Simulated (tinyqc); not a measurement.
Stress in a transistor channel from embedded alloy regions, liners and fins, by half-space elasticity: one step, computed by the program tinyqc. Command: `OMP_NUM_THREADS=1 python tinyqc.py 3006013 3006014 out.jsonl stressor walk`. One thread of a shared host (Intel(R) Xeon(R) Processor @ 2.30GHz), about 0.01 s of CPU time with the checks.

Plane strain in an isotropic half-space, the same constants everywhere; x along the channel from its centre, y downwards from the free surface; stress is positive in tension.

Task: Stress at the centre of the channel. A line element dA of misfit at (a, c) in the half-space gives, with C = E e/(2 pi (1 - nu)), X = x - a, r1^2 = X^2 + (y - c)^2, r2^2 = X^2 + Y^2, Y = y + c: s_xx = -C dA {[X^2 - (y - c)^2]/r1^4 + 3 [X^2 - Y^2]/r2^4 + 4 y Y (Y^2 - 3 X^2)/r2^6}, s_yy = C dA {[X^2 - (y - c)^2]/r1^4 - [X^2 - Y^2]/r2^4 + 4 y Y (Y^2 - 3 X^2)/r2^6}. These are integrated over two rectangles, L/2 < |a| < L/2 + S, 0 < c < d (closed form in a, 200 Gauss-Legendre points in c).

Inputs (values chosen for the exercise, modelled on silicon):
```
quantity                    value  unit
Young's modulus E             158   GPa
Poisson ratio nu             0.24     -
channel length L               18    nm
length of each stressor S     105    nm
recess depth d                 75    nm
depth of the field point y    2.2    nm
```

Stressor: Si(1-x)Ge(x) source and drain.

misfit e = 0.01025

stress of a blanket film = -2.130921 GPa

Give: s_xx; s_yy; s_xx over the blanket-film stress.

Result:

s_xx = -1746 MPa

s_yy = 12.37 MPa

s_xx over the blanket-film stress = 0.8195

The channel is compressed along its length; s_yy is 0.0071 of s_xx in size and vanishes at the surface.
